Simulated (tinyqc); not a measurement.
From results back to parameters: periodic multilayer mirror for extreme ultraviolet light. Three cases, with inputs chosen for the exercise.

Problem. With a mean index 1 - dm the Bragg wavelength is lam_B = 2 L sqrt((1 - dm)^2 - sin^2 theta). It is given at 0 degrees and at th2; L and dm are hidden. Then the absorber share is Gm = (dm - delta_S)/(delta_A - delta_S), with the first entries of dS and dA; L is the period.

Case 1.

Values chosen (out of a larger set: optical constants near those of Mo and Si at 13.5 nm; not measured data): th2 = 10 degrees (second angle); dA = (0.0784, 0.00602) (delta and beta of the absorber, N = 1 - delta + i beta); dS = (0.001, 0.00175) (delta and beta of the spacer and the substrate).

lam_B at 0 = 13.412110 nm
lam_B at th2 = 13.193131 nm

Case 2.

Values chosen (out of a larger set: optical constants near those of Mo and Si at 13.5 nm; not measured data): th2 = 15 degrees (second angle); dA = (0.0735, 0.00664) (delta and beta of the absorber, N = 1 - delta + i beta); dS = (0.0011, 0.0018) (delta and beta of the spacer and the substrate).

lam_B at 0 = 13.597740 nm
lam_B at th2 = 13.103202 nm

Case 3.

Values chosen (out of a larger set: optical constants near those of Mo and Si at 13.5 nm; not measured data): th2 = 10 degrees (second angle); dA = (0.0779, 0.00681) (delta and beta of the absorber, N = 1 - delta + i beta); dS = (0.0009, 0.0017) (delta and beta of the spacer and the substrate).

lam_B at 0 = 13.369440 nm
lam_B at th2 = 13.151658 nm

Find: L; dm; Gm.

Solution. The difference of the squares is 4 L^2 sin^2(th2); then 1 - dm = lam_B(0)/(2 L).

Case 1.

L = 6.950 nm
dm = 0.0351
Gm = 0.44

Case 2.

L = 7.020 nm
dm = 0.0315
Gm = 0.42

Case 3.

L = 6.920 nm
dm = 0.0340
Gm = 0.43

Computed by tinyqc, one run a case: `OMP_NUM_THREADS=1 python tinyqc.py N N+1 out.jsonl` with N = 1682495, 1682518, 1682601; one thread of a shared Intel(R) Xeon(R) Processor @ 2.30GHz, about 0.01 s a run at most.
